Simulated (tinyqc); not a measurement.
Choosing the metal: Schottky barrier with interface states (Cowley-Sze model), image lowering and contact resistance. Computed by tinyqc, a small Python program. Command: `OMP_NUM_THREADS=1 python tinyqc.py 3000837 3000838 out.jsonl pinning walk`. One thread of a shared host (Intel(R) Xeon(R) Processor @ 2.30GHz), about 0.01 s of CPU time with the checks.

An n-type semiconductor under a metal. The barrier lies between the Schottky-Mott limit phi_M - chi and the Bardeen limit E_g - E_n, E_n being the neutrality level of the interface states; the space-charge term of the full Cowley-Sze expression is left out.

Inputs (values chosen for the exercise, with gap, mass and screening modelled on GaSb):
```
quantity                                       value         unit
gap E_g                                        0.709           eV
electron affinity chi                           3.95           eV
metal work function phi_M                       4.33           eV
neutrality level E_n above the valence band     0.14           eV
interface-state density D                    3.8e+12  cm^-2 eV^-1
dipole layer thickness delta                    0.41           nm
dipole layer constant eps_i                        2            -
dielectric constant eps_s                       15.8            -
electron mass m_e                             0.0405          m_0
valleys M_c                                        1            -
donor density N                              1.1e+16        cm^-3
temperature T                                    300            K
```

Pinning factor from: interface states.

Constants: e = 1.602176634e-19 C; eps_0 = 8.8541878128e-12 F/m; k_B = 8.617333262e-05 eV/K; hbar = 1.054571817e-34 J s; m_0 = 9.1093837015e-31 kg; k_B = 1.380649e-23 J/K; h = 6.62607015e-34 J s.

Method:
- S = 1/(1 + e^2 D delta/(eps_i eps_0)); for D per eV, e^2 D is the number e x D in SI units, with 1 cm^-2 = 1e4 m^-2.
- phi_B = S (phi_M - chi) + (1 - S)(E_g - E_n); the hole barrier is E_g - phi_B.
- A* = 4 pi e m_e M_c k_B^2/h^3 (a simple valley count); J_s = A* T^2 exp(-phi/k_B T).
- E_00 = (e hbar/2) sqrt(N/(m_e eps_s eps_0)), E_0 = E_00 coth(E_00/k_B T); scaling form of the contact resistivity rho_c = (k_B/(e A* T)) exp(phi_B/E_0), which is the thermionic result when E_00 << k_B T and keeps only the leading exponential of tunnelling when E_00 >> k_B T; image lowering is left out of it.

pinning factor S = 0.876454

Bardeen barrier = 0.569 eV

E_0 = 0.0259284 eV

Against work function:
```
phi_M (eV)  Schottky-Mott (eV)  phi_B (eV)  J_0 (A/cm^2)  rho_c (ohm cm^2)
3.95                      0.00     0.07030    2.8877e+04        8.8809e-07
4.05                      0.10     0.15794    9.7315e+02        2.6092e-05
4.15                      0.20     0.24559    3.2795e+01        7.6655e-04
4.25                      0.30     0.33323    1.1052e+00        2.2521e-02
4.36                      0.41     0.42964    2.6534e-02        9.2775e-01
4.46                      0.51     0.51729    8.9419e-04        2.7257e+01
4.56                      0.61     0.60493    3.0134e-05        8.0078e+02
4.66                      0.71     0.69258    1.0155e-06        2.3526e+04
```

What does the comparison show, and why?

A span of 0.71 eV in work function moves the barrier by 0.622 eV (slope S = 0.876) and rho_c by 10.4 decades. The barrier equals its Schottky-Mott value only at phi_M = chi + E_g - E_n = 4.52 eV, where the interface states are neutral.
